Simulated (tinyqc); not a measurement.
Biaxial strain splits the top of the valence band: sp3s* tight binding, strained.

sp3s* tight binding, nearest neighbours only: anion (a) at 0, cation (c) at a/4 (1,1,1), orbitals s, px, py, pz, s* on each; k in units of 2 pi/a. With phases e_j = exp(i (pi/2) k.n_j) for n = (1,1,1), (1,-1,-1), (-1,1,-1), (-1,-1,1): g0 = (e1+e2+e3+e4)/4, g1 = (e1+e2-e3-e4)/4, g2 = (e1-e2+e3-e4)/4, g3 = (e1-e2-e3+e4)/4. The diagonal holds the levels Esa, Epa, Exa (s*) and Esc, Epc, Exc. Anion-cation block: <sa|sc> = Vss g0; <sa|xc> = Vsapc g1; <xa|sc> = -Vscpa g1; <xa|xc> = Vxx g0; <xa|yc> = <ya|xc> = Vxy g3, <xa|zc> = <za|xc> = Vxy g2, <ya|zc> = <za|yc> = Vxy g1; <s*a|xc> = Vxapc g1; <xa|s*c> = -Vpaxc g1; y and z take g2 and g3 in place of g1; s-s* and s*-s* vanish.

Strain e moves each bond vector to d = (1 + e) d0 (no internal displacement for the diagonal strains used here) and k is given in fractions of the strained reciprocal cell, so the phases stay. Two-centre values Vss_sigma = Vss/4, Vsp_sigma = sqrt3 V/4 for each s-p and s*-p pair, Vpp_sigma = (Vxx + 2 Vxy)/4, Vpp_pi = (Vxx - Vxy)/4 are scaled by (d0/d)^eta and combined with the new direction cosines; the levels on the diagonal stay.

Values chosen for the exercise (near a published set for Si, fitted to gaps, whose masses and valley positions are rough; not measured data):
- Esa = -4.205 eV (s level of the anion)
- Epa = 1.714 eV (p level of the anion)
- Esc = -4.205 eV (s level of the cation)
- Epc = 1.714 eV (p level of the cation)
- Exa = 6.636 eV (s* level of the anion)
- Exc = 6.636 eV (s* level of the cation)
- Vss = -8.261 eV (s-s)
- Vxx = 1.735 eV (px-px)
- Vxy = 4.543 eV (px-py)
- Vsapc = 5.745 eV (s anion, p cation)
- Vscpa = 5.745 eV (s cation, p anion)
- Vxapc = 5.337 eV (s* anion, p cation)
- Vpaxc = 5.337 eV (p anion, s* cation)
- eta = 2.5 (scaling exponent)
- D001 = 0.8 (ratio -ezz/exx)

No spin-orbit coupling; k = 0; exx = eyy = e, ezz = -D001 e. The four bonds keep equal lengths, and the sums over them give Vxx(e) for px and py and Vzz(e) for pz; each level is the lower root of [[Epa, V], [V, Epc]], and the s level the upper root of the s block. The shear potential b follows from E(x,y) - E(z) = 3 b (exx - ezz), taken as the slope between e = -0.005 and 0.005.

Couplings and levels at Gamma (eV):
```
e           ezz  Vxx(e)  Vzz(e)   E(x,y)     E(z)  E(x,y) - E(z) (meV)  upper s level
-0.020   0.0160  1.6568  1.9950   0.0572  -0.2810                338.2         4.2205
-0.010   0.0080  1.6969  1.8632   0.0171  -0.1492                166.3         4.1384
-0.005   0.0040  1.7162  1.7986  -0.0022  -0.0846                 82.5         4.0973
0.005   -0.0040  1.7533  1.6723  -0.0393   0.0417                -81.1         4.0147
0.020   -0.0160  1.8055  1.4895  -0.0915   0.2245               -316.0         3.8902
```

Give the missing row, e = 0.010, ezz = -0.0080.

Computed row:
```
e          ezz  Vxx(e)  Vzz(e)   E(x,y)    E(z)  E(x,y) - E(z) (meV)  upper s level
0.010  -0.0080  1.7712  1.6104  -0.0572  0.1036               -160.8         3.9732
```

b = -3.029 eV

Under tension in the plane (e > 0) the bonds tilt towards the plane, Vxx grows to 1.7712 and Vzz falls to 1.6104 eV at e = 0.01, and the pz state forms the top of the valence band, by 160.8 meV; under compression (e = -0.01) the px, py pair does, by 166.3 meV. The slope gives b = -3.03 eV, a rough value, since on-site strain terms are left out (measured values lie near -2 eV).

Computed by tinyqc, a small Python program: `OMP_NUM_THREADS=1 python tinyqc.py 1481626 1481627 out.jsonl` (the numbers bound the seed that draws the inputs); one thread of a shared host (Intel(R) Xeon(R) Processor @ 2.30GHz), about 0.2 s for the whole set of steps.
